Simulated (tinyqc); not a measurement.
## Inductance and parasitic capacitance from two readings

Question. A loss-free coil L in parallel with C shows the apparent inductance L/(1 - w^2 L C), w = 2 pi f. Find L, C and the self-resonance 1/(2 pi sqrt(L C)).

apparent inductance at 6.7 and 13 GHz (nH): [1.5372925, 3.1035020]

Solution. The inverse of the reading is 1/L - w^2 C, a straight line in w^2.

L = 1.300 nH
C = 67.00 fF
self-resonance = 17.05 GHz

Program tinyqc, `OMP_NUM_THREADS=1 python tinyqc.py 2302195 2302196 out.jsonl`; Intel Xeon 2.30GHz, shared host, one thread, about 0.01 s.
